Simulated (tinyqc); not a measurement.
Worked calculation: pressure-driven transition between two phases with analytic equations of state. Computed by tinyqc, a small Python program that keeps every step. Command: `OMP_NUM_THREADS=1 python tinyqc.py 3014541 3014542 out.jsonl transition walk`. One thread of a shared host (Intel(R) Xeon(R) Processor @ 2.30GHz), about 0.02 s of CPU time with the checks. Intermediate numbers are printed to about 5 digits and carried at full precision; extremes and crossings named in words are read from the listed rows.

Each phase obeys E = E0 + (9 V0 B0/16) [y^3 B' + y^2 (2 - 4 y)], y = (V0/V)^(2/3) - 1; P = (3 B0/2) (x^7 - x^5) [1 + (3/4)(B' - 4)(x^2 - 1)], x = (V0/V)^(1/3); E0 = 0 for phase 1 and Delta E0 for phase 2. H = E + P V.

Inputs (values chosen for the exercise, for two model phases):
```
quantity                                     value             unit
volume V0 of phase 1                          10.6  angstrom^3/atom
B0 of phase 1                                 77.4              GPa
B' of phase 1                                 3.91                -
volume V0 of phase 2                          8.17  angstrom^3/atom
B0 of phase 2                                  112              GPa
B' of phase 2                                  4.9                -
energy of phase 2 above phase 1, Delta E0    0.013          eV/atom
entropy of phase 2 less phase 1, Delta S   0.00032         k_B/atom
temperature T                                 1200                K
```

Equation of state: Birch-Murnaghan.

Constants: 1 eV/angstrom^3 = 160.2176634 GPa; k_B = 8.617333262e-05 eV/K.

## First estimate from rigid phases

If neither phase were compressed, P = Delta E0/(V0 of phase 1 - V0 of phase 2).

rigid estimate = 0.85713 GPa

## One Newton step

At the estimate, solve P(V) = P for each phase, form H, and step P(new) = P - (H_2 - H_1)/(V_2 - V_1), since dH/dP = V.

V_1 = 10.486 angstrom^3

H_1 = 0.056399 eV

V_2 = 8.1088 angstrom^3

H_2 = 0.056543 eV

next pressure = 0.86682 GPa

## Transition pressure at zero temperature

Start from P = Delta E0/(V0 of phase 1 - V0 of phase 2); at each P solve P(V) = P for both phases and step P(new) = P - (H_2 - H_1)/(V_2 - V_1); stop when |H_2 - H_1| < 1e-10 eV. At the zero-temperature transition the volume change is V_2/V_1 - 1 and the work is P (V_1 - V_2).

Iterations:
```
step  P (GPa)  V_1 (angstrom^3)  V_2 (angstrom^3)  H_2 - H_1 (meV)
0     0.85713            10.486            8.1088       1.4366e-01
1     0.86682            10.484            8.1082       1.7581e-05
2     0.86682            10.484            8.1082                0
```

transition pressure = 0.86682 GPa

V_1 at the transition = 10.484 angstrom^3

V_2 at the transition = 8.1082 angstrom^3

volume change = -22.665 %

work P (V_1 - V_2) = 0.012856 eV/atom

The rigid estimate is low by 1.1 %: phase 1 shrinks faster than phase 2, so the volume gain narrows under pressure.

## Enthalpies against pressure

For each P solve P(V) = P in both phases.

Both phases:
```
P (GPa)  V_1 (angstrom^3)  V_2 (angstrom^3)  H_2 - H_1 (meV/atom)   stable
0.00               10.600            8.1700                13.000  phase 1
0.22               10.570            8.1540                 9.673  phase 1
0.43               10.542            8.1390                 6.515  phase 1
0.65               10.513            8.1234                 3.225  phase 1
0.80               10.493            8.1128                 0.992  phase 1
0.94               10.475            8.1031                -1.084  phase 2
1.10               10.454            8.0920                -3.448  phase 2
1.40               10.416            8.0715                -7.855  phase 2
```

H_2 - H_1 changes with slope V_2 - V_1, from -2.430 to -2.345 angstrom^3 per atom over the table, and passes zero at 0.87 GPa. An error of 10 meV per atom in Delta E0 moves the transition by about 0.67 GPa.

## Shift with temperature

At T the condition is H_2 - H_1 - T Delta S = 0, with Delta S constant and thermal expansion left out; the Clausius-Clapeyron slope is dP/dT = Delta S/(V_2 - V_1) at the zero-temperature point.

Clapeyron slope = -0.0018592 MPa/K

transition pressure at T = 0.86459 GPa

linear estimate at T = 0.86459 GPa

The dense phase has the higher entropy, so heating lowers the transition pressure. Caution: a constant Delta S holds only at high temperature; it vanishes as T goes to 0, so the shift counted from T = 0 is somewhat too large.

Checks made by the program: slope of the common tangent, -(E_2 - E_1)/(V_2 - V_1) (relative difference below 1e-10).
